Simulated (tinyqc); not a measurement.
Cell and bit-line capacitance from two signals.

Question. In a DRAM a freshly written one gives the bit-line signal (Vd/2) Cs/(Cs + Cb). Find Cs and Cb.

Parameters, values chosen for the exercise: array voltage Vd = 1.4 V.

signal of a fresh one without and with 20 fF added to the bit line (mV): [70.886076, 56.565657]

Answer. (Vd/2)/signal = 1 + Cb/Cs, and the added capacitance raises it by its ratio to Cs.

Cs = 8.00 fF
Cb = 71.0 fF

Computed by the program tinyqc: `OMP_NUM_THREADS=1 python tinyqc.py 2130030 2130031 out.jsonl`, one thread of a shared Intel Xeon 2.30GHz, about 0.01 s for the whole run.
